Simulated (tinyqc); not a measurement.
Inside a calculation. Method: plane-wave Kohn-Sham cycle with exchange-only LDA in a layered model solid. One step of it, computed by the program tinyqc.

Problem. Iteration 1: levels at that k. Diagonalise the Hermitian matrix.

H (hartree), order -3, -2, -1, +0, +1, +2, +3:
$$\begin{pmatrix}
8.464800 & -0.185000 & 0.000000 & 0.000000 & 0.000000 & 0.000000 & 0.000000 \\
-0.185000 & 3.590921 & -0.185000 & 0.000000 & 0.000000 & 0.000000 & 0.000000 \\
0.000000 & -0.185000 & 0.666594 & -0.185000 & 0.000000 & 0.000000 & 0.000000 \\
0.000000 & 0.000000 & -0.185000 & -0.308182 & -0.185000 & 0.000000 & 0.000000 \\
0.000000 & 0.000000 & 0.000000 & -0.185000 & 0.666594 & -0.185000 & 0.000000 \\
0.000000 & 0.000000 & 0.000000 & 0.000000 & -0.185000 & 3.590921 & -0.185000 \\
0.000000 & 0.000000 & 0.000000 & 0.000000 & 0.000000 & -0.185000 & 8.464800
\end{pmatrix}$$

Give: eigenvalues.

Solution.

eigenvalues (hartree): [-0.3745, 0.6549, 0.7211, 3.5956, 3.5956, 8.4718, 8.4718]
